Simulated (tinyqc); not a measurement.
Charge pumping in an n-channel transistor: two steps of the calculation.

The gate is pulsed from accumulation to inversion and back. Energies E are counted from the intrinsic level; Dit(E) = D0 [1 + b (2 E/Eg)^2]. During each edge the traps near the bands emit their carriers, and those between Eh and Ee recombine once a cycle.

Parameters, values chosen for the exercise; band and dielectric values close to those of silicon:
```
symbol    value         unit                                                               meaning
T           350            K                                                           temperature
Eg         1.11           eV                                                              band gap
Nc      3.47e19        cm^-3                            conduction-band density of states at 350 K
Nv      3.35e19        cm^-3                               valence-band density of states at 350 K
A            25         um^2                                                             gate area
D0       6.4e11  cm^-2 eV^-1                                                trap density at midgap
b             0                                    rise of the trap density towards the band edges
sn      4.6e-15         cm^2                                           cross-section for electrons
sp      6.4e-16         cm^2                                               cross-section for holes
vth       1.6e7         cm/s  thermal velocity at 350 K, one nominal value for electrons and holes
dV          1.1            V                                                             Vth - Vfb
Va          2.7            V                                                          pulse height
f         75000           Hz                                                             frequency
tr          680           ns                                                             rise time
tf         2300           ns                                                             fall time
```

Constants: q = 1.602176634e-19 C, kB = 1.380649e-23 J/K, Vt = kB T/q. Results are converted to the units shown.

Problem 1. Emission levels. ni = sqrt(Nc Nv) exp(-Eg/(2 Vt)), Eg in volts; emission times te = (dV/Va) tf and th = (dV/Va) tr; Ee = -Vt ln(vth sn ni te), Eh = +Vt ln(vth sp ni th).

Give: ni; te; th; Ee; Eh.

Solution 1.

ni = 3.476e11 cm^-3
te = 937.0 ns
th = 277.0 ns
Ee = 0.1125 eV
Eh = -0.2088 eV

The window covers 28.9 % of the gap.

Problem 2. Pumped charge and current. Nit = integral of Dit from Eh to Ee = D0 [Ee - Eh + 4 b (Ee^3 - Eh^3)/(3 Eg^2)], Qcp = q A Nit, Icp = f Qcp.

Ee = 0.11252763 eV
Eh = -0.20876775 eV

Find: Nit; mean Dit; traps pumped a cycle; Icp.

Solution 2.

Nit = 2.056e11 cm^-2
mean Dit = 6.400e11 cm^-2 eV^-1
traps pumped a cycle = 5.141e4
Icp = 617.7 pA

Range of the model: The Fermi levels of inversion and accumulation are taken to lie beyond Ee and Eh, the flat tops to fill all traps, and no geometric current is added.

tinyqc, about 0.01 s, one thread, Intel Xeon 2.30GHz (shared host): `OMP_NUM_THREADS=1 python tinyqc.py 2030142 2030143 out.jsonl`
